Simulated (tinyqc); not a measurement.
# Bandgap voltage reference from two bipolar transistors: effect of the temperature coefficient of both resistors

Two transistors of area 1 and N carry the same current I. Is(T) = Is (T/T0)^eta exp[(Vg0 q/kB)(1/T0 - 1/T)], VBE1 = Vt ln(I/Is(T)) + I rb, VBE2 = Vt ln(I/(N Is(T))) + I rb/N. The amplifier forces I R1(T) = VBE1 - VBE2 + Vos, with R(T) = R (1 + tc (T - T0)) for both resistors, and the output is Vref = VBE1 + I R2(T). Base currents and the Early effect are neglected.

Vt = kB T/q; I = (Vt ln N + Vos)/(R1(T) - rb (1 - 1/N)). Box coefficient: span of Vref between 233 and 398 K over its average over T and over 165 K. The last column is the R2 that gives zero slope at T0.

Values chosen for this exercise; values of the order met in silicon bipolar transistors: reference temperature T0 = 300 K; band-gap voltage extrapolated to 0 K Vg0 = 1.199 V; temperature exponent of the saturation current eta = 3.4; saturation current of the unit transistor at T0 Is = 4.3e-16 A; area ratio of the second transistor N = 8; resistor across which the difference of VBE falls, at T0 R1 = 18 kohm; offset of the amplifier Vos = -1.7 mV; series resistance of the unit transistor rb = 0 ohm; output resistor at T0 R2 = 230.6 kohm.

Constants: q = 1.602176634e-19 C, kB = 1.380649e-23 J/K. Results are converted to the units shown.

Effect of the temperature coefficient of both resistors:

| tc (ppm/K) | I at T0 (uA) | Vref at T0 (V) | slope at T0 (uV/K) | box coefficient (ppm/K) | R2 for zero slope (kohm) |
|---|---|---|---|---|---|
| -2000 | 2.892 | 1.252 | 96.72 | 77.93 | 220.9 |
| -1000 | 2.892 | 1.252 | 70.87 | 52.97 | 223.5 |
| 0 | 2.892 | 1.252 | 45.02 | 30.39 | 226.1 |
| 1000 | 2.892 | 1.252 | 19.17 | 17.08 | 228.7 |
| 2000 | 2.892 | 1.252 | -6.684 | 23.02 | 231.3 |
| 3000 | 2.892 | 1.252 | -32.54 | 38.55 | 233.9 |

As tc goes from -2000 to 3000, Vref stays at 1.252 V and the box coefficient goes from 77.9 through a minimum of 17.1 (at tc = 1000 among the rows listed) to 38.5 ppm/K.

tinyqc, about 0.02 s, one thread, Intel Xeon 2.30GHz (shared host): `OMP_NUM_THREADS=1 python tinyqc.py 2062125 2062126 out.jsonl`
